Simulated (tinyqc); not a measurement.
Inside a calculation. Method: UHF in the sto-3g basis, for H6, spin multiplicity 1. This run ends on a higher stationary point, not on the lowest solution. Computed by tinyqc, a small Python program that keeps every step (integrals from PySCF). Settings: charge = 0, multiplicity = 1, basis = sto-3g, energy threshold = 1e-10, iteration cap = 79, orthogonalisation = canonical, start = core, DIIS depth = 4, method = UHF, break = 0.2. Command: `OMP_NUM_THREADS=1 python tinyqc.py 23945 23946 out.jsonl` (the two numbers bound the seeds that draw the settings). One thread of a shared host (Intel(R) Xeon(R) Processor @ 2.60GHz), about 0.1 s of CPU time with the checks.

Geometry (angstrom):
```
atom        x        y        z
H     0.00000  0.00000  0.00000
H     0.00000  0.00000  1.20900
H     0.00000  0.00000  2.90400
H     0.00000  0.00000  4.11400
H     0.00000  0.00000  5.80900
H     0.00000  0.00000  7.01800
```

Stop when the energy changes by less than 1e-10 hartree and every element of the error matrix X^T (F D S - S D F) X (for each spin) is below 3e-06.

Course of the cycle:
```
iteration  E (hartree)     change  largest element of the error matrix
1           -2.6667731          -                             2.10e-01
2           -2.9951243  -3.28e-01                             3.82e-02
3           -3.0034926  -8.37e-03                             6.76e-03
4           -3.0042832  -7.91e-04                             2.36e-03
5           -3.0043414  -5.82e-05                             2.44e-03
6           -3.0039735   3.68e-04                             1.38e-03
7           -3.0038484   1.25e-04                             1.66e-04
8           -3.0038476   8.73e-07                             1.82e-05
9           -3.0038476   7.50e-09                             5.60e-06
10          -3.0038476  -3.24e-10                             4.57e-06
11          -3.0038476  -2.66e-10                             4.54e-06
12          -3.0038476  -4.06e-10                             4.53e-06
13          -3.0038476  -1.77e-08                             4.37e-06
14          -3.0038476  -2.73e-08                             4.02e-06
15          -3.0038476   3.12e-10                             4.03e-06
16          -3.0038476  -4.69e-08                             3.34e-06
17          -3.0038478  -1.05e-07                             1.43e-06
18          -3.0038478  -2.56e-08                             1.47e-06
19          -3.0038478  -4.89e-09                             1.14e-06
20          -3.0038478  -1.46e-08                             6.10e-07
21          -3.0038478  -1.70e-09                             5.24e-07
22          -3.0038478  -2.83e-09                             2.59e-07
23          -3.0038478   4.60e-10                             2.68e-07
24          -3.0038478  -5.37e-10                             1.77e-07
25          -3.0038478   8.25e-12                             3.31e-07
```

Can the last value be used, and what does the course show?

No, though the log alone does not show it. Converged in 25 iterations. But the solution lies 0.01077 hartree above the reference: it is another stationary point, not the lowest one. Reruns (cap 100 unless said): DIIS 8: converged in 20 to a higher stationary point; damping 0.5: not converged; level shift 0.5: not converged; atomic densities as start, DIIS 8: converged in 9 to a higher stationary point. PySCF UHF in the same basis, after a stability check = -3.0146137 hartree.
